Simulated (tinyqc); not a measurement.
From results back to parameters: carrier statistics of a doped semiconductor with parabolic bands. Four cases, with inputs chosen for the exercise.

Problem. ni^2 = C^2 (T/300 K)^3 exp(-Eg(T)/kB T) with Eg(T) = Eg0 - al T^2/(T + be). Two intrinsic densities were computed from hidden Eg0 and C = sqrt(Nc Nv) at 300 K.

Constants: kB = 8.617333262e-05 eV/K.

Case 1.

Values chosen (near those of InSb; the results hold for these values, not for the real material): al = 0.000322 eV/K (Varshni alpha); be = 180 K (Varshni beta); T1 = 260 K; T2 = 500 K.

ni(T1) = 7.08628e+15 1/cm^3
ni(T2) = 3.11738e+17 1/cm^3

Case 2.

Values chosen (near those of InP; the results hold for these values, not for the real material): al = 0.000364 eV/K (Varshni alpha); be = 162 K (Varshni beta); T1 = 320 K; T2 = 500 K.

ni(T1) = 7.79059e+07 1/cm^3
ni(T2) = 1.95725e+12 1/cm^3

Case 3.

Values chosen (near those of SiC; the results hold for these values, not for the real material): al = 0.000653 eV/K (Varshni alpha); be = 1327 K (Varshni beta); T1 = 300 K; T2 = 460 K.

ni(T1) = 2.37232e-08 1/cm^3
ni(T2) = 188.308 1/cm^3

Case 4.

Values chosen (near those of SiC; the results hold for these values, not for the real material): al = 0.000656 eV/K (Varshni alpha); be = 1306 K (Varshni beta); T1 = 290 K; T2 = 470 K.

ni(T1) = 1.65803e-09 1/cm^3
ni(T2) = 368.533 1/cm^3

Find: Eg0; C.

Solution. y(T) = 2 ln ni - 3 ln(T/300) - al T/((T + be) kB) equals 2 ln C - Eg0/(kB T), a straight line in 1/T; two points give slope and intercept.

Case 1.

Eg0 = 0.236 eV
C = 5.71e+17 1/cm^3

Case 2.

Eg0 = 1.420 eV
C = 2.65e+18 1/cm^3

Case 3.

Eg0 = 3.252 eV
C = 2.44e+19 1/cm^3

Case 4.

Eg0 = 3.274 eV
C = 2.45e+19 1/cm^3

Computed by tinyqc, one run a case: `OMP_NUM_THREADS=1 python tinyqc.py N N+1 out.jsonl` with N = 1682296, 1682387, 1682390, 1682399; one thread of a shared Intel(R) Xeon(R) Processor @ 2.30GHz, about 0.01 s a run at most.
